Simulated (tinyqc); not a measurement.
Gain against bias and Miller's formula: avalanche multiplication and breakdown of a junction from ionisation integrals. Computed by tinyqc, a small Python program. Command: `OMP_NUM_THREADS=1 python tinyqc.py 3012328 3012329 out.jsonl impact walk`. One thread of a shared host (Intel(R) Xeon(R) Processor @ 2.30GHz), about 0.01 s of CPU time with the checks.

Ionisation coefficients follow the local field. Position x runs through the depletion layer from the p side (x = 0), where electrons enter, to the n side (x = w), where holes enter. The built-in voltage is neglected.

Inputs (values chosen for the exercise, modelled on InP):
```
quantity,value,unit
electron prefactor a_n,6.03e+06,1/cm
electron field b_n,3.05e+06,V/cm
hole prefactor a_p,2e+06,1/cm
hole field b_p,2.23e+06,V/cm
exponent c,1,-
permittivity eps,12.5,-
doping N of the lightly doped side,1.5e+15,1/cm^3
```

Junction: one-sided abrupt n+p.

Constants: e = 1.602176634e-19 C; eps_0 = 8.8541878128e-12 F/m.

Method:
- alpha_n = a_n exp(-(b_n/F)^c), alpha_p = a_p exp(-(b_p/F)^c).
- Field F = F_m (1 - s), w = eps eps_0 F_m/(e N), V = F_m w/2, with s = 1 - x/w (the peak lies at the n+ side).
- With Phi(x) = int_0^x (alpha_n - alpha_p) dx': 1 - 1/M_n = I_n = int_0^w alpha_n exp(-Phi) dx and M_p = M_n exp(-Phi(w)); trapezoid rule on 401 even points; breakdown at I_n = 1.
- Solve I_n(F_m) = 1.
- Miller's exponent n is defined by 1 - 1/M = (V/V_B)^n for the larger M.

breakdown voltage = 354.641 V

critical field F_m = 0.392447 MV/cm

Gain:
```
V/V_B,V (V),F_m (MV/cm),M_n,M_p,Miller exponent n
0.50,177.32,0.27750,1.011,1.088,3.6278
0.60,212.78,0.30399,1.036,1.225,3.3148
0.70,248.25,0.32834,1.101,1.515,3.0258
0.80,283.71,0.35102,1.274,2.176,2.7585
0.90,319.18,0.37231,1.895,4.297,2.5145
0.95,336.91,0.38251,3.217,8.626,2.4022
0.98,347.55,0.38850,7.251,21.673,2.3382
0.99,351.09,0.39048,13.995,43.436,2.3175
```

What does the comparison show, and why?

The larger gain passes 2 between 0.700 and 0.800 of V_B and reaches 43.4 at 0.99. Miller's exponent runs from 2.3 to 3.6, so it is not a constant: a fit holds over a narrow range only. From the first row to the last the voltage grows by a factor 1.98 and the peak field by 1.41.

Extremes, crossings and ranges named in words are read from the listed rows.
